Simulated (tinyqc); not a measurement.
Fully depleted semiconductor-on-insulator film with two gates, non-linear Poisson equation by Newton steps: two steps of the calculation.

One dimension across the film, front interface at x = 0, back interface at x = ts. psi is counted from the intrinsic level, n = ni exp(psi/Vt) (source grounded), holes neglected, acceptors ionised. Gates act through Cox = eps0 eox/tox and Cbox = 3.9 eps0/tb with potentials G1 = Vg - (phiM - chi - Vt ln(Nc/ni)) and G2 = Vb - (phiB - chi - Vt ln(Nc/ni)). Classical Boltzmann densities, no interface charge, no depletion in the back plane.

Parameters, values chosen for the exercise; band and dielectric values those of a made-up semiconductor:
```
symbol  value   unit                                                               meaning
T         350      K                                                           temperature
eox      21.4         relative permittivity of the gate insulator (close to hafnium oxide)
tox       2.9     nm                                                   insulator thickness
ts         15     nm                                                        film thickness
tb         14     nm                                    buried-oxide thickness (eps_r 3.9)
Na       1e15  cm^-3                                          acceptor density of the film
```

Constants: q = 1.602176634e-19 C, kB = 1.380649e-23 J/K, Vt = kB T/q, eps0 = 8.8541878128e-14 F/cm where lengths are in cm. Results are converted to the units shown.

Task 1. Density, residual and Jacobian diagonal. Nodes 0 to 11, h = ts/11, box widths w = h (h/2 at both ends), a = eps0 eps_r/h. F_i = a (psi_(i+1) - 2 psi_i + psi_(i-1)) - q w_i (n_i + Na); F_0 = a (psi_1 - psi_0) + Cox (G1 - psi_0) - q w_0 (n_0 + Na); F_11 = a (psi_10 - psi_11) + Cbox (G2 - psi_11) - q w_11 (n_11 + Na). Diagonal b_i = -2 a - q w_i n_i/Vt, with -a - Cox and -a - Cbox in place of -2 a at the ends.

psi at the start, node 0 to 11 (V): [0.05, 0.05, 0.05, 0.05, 0.05, 0.05, 0.05, 0.05, 0.05, 0.05, 0.05, 0.05]
ni = 2.4000940e12 cm^-3
a = 6.2917859 uF/cm^2
G1 = 1.0220614 V
G2 = -0.44793859 V

Find: n; residual F; diagonal b.

Result 1.

n, node 0 to 11 (cm^-3): [1.2595e13, 1.2595e13, 1.2595e13, 1.2595e13, 1.2595e13, 1.2595e13, 1.2595e13, 1.2595e13, 1.2595e13, 1.2595e13, 1.2595e13, 1.2595e13]
residual F, node 0 to 11 (in units of 1e-6 C/cm^2): [6.3512, 0.0000, 0.0000, 0.0000, 0.0000, 0.0000, 0.0000, 0.0000, 0.0000, 0.0000, 0.0000, -0.1228]
diagonal b, node 0 to 11 (F/cm^2): [-1.2826e-5, -1.2584e-5, -1.2584e-5, -1.2584e-5, -1.2584e-5, -1.2584e-5, -1.2584e-5, -1.2584e-5, -1.2584e-5, -1.2584e-5, -1.2584e-5, -6.5384e-6]

Task 2. Newton step. Solve a d_(i-1) + b_i d_i + a d_(i+1) = -F_i for all nodes. Half of the step is added while the largest |d| exceeds 1.5 Vt, the full step after that.

a = 6.2917859 uF/cm^2
diagonal b, node 0 to 11 (F/cm^2): [-3.7114022e-5, -3.7917739e-5, -2.5797076e-5, -1.9475863e-5, -1.6178938e-5, -1.4459240e-5, -1.3562164e-5, -1.3094171e-5, -1.2850007e-5, -1.2722610e-5, -1.2656133e-5, -6.5573740e-6]
residual F, node 0 to 11 (C/cm^2): [2.4430584e-6, -7.6410208e-7, -3.9853498e-7, -2.0788317e-7, -1.0844588e-7, -5.6578822e-8, -2.9522604e-8, -1.5407802e-8, -8.0438125e-9, -4.2016165e-9, -2.1968249e-9, -6.1984229e-8]
psi after iteration 1, node 0 to 11 (V): [0.51712232, 0.49748789, 0.47785587, 0.45822623, 0.43859894, 0.41897398, 0.39935130, 0.37973089, 0.36011272, 0.34049675, 0.32088296, 0.30127133]

Find: Newton step d, before damping; psi after iteration 2.

Result 2.

Newton step d, before damping, node 0 to 11 (V): [0.063465, -0.013925, -0.025939, -0.029085, -0.031053, -0.033529, -0.037008, -0.041550, -0.047016, -0.053194, -0.059880, -0.066907]
psi after iteration 2, node 0 to 11 (V): [0.54885, 0.49053, 0.46489, 0.44368, 0.42307, 0.40221, 0.38085, 0.35896, 0.33660, 0.31390, 0.29094, 0.26782]

Numbers from tinyqc (`OMP_NUM_THREADS=1 python tinyqc.py 2190122 2190123 out.jsonl`; about 0.5 s on one thread of a shared Intel Xeon 2.30GHz).
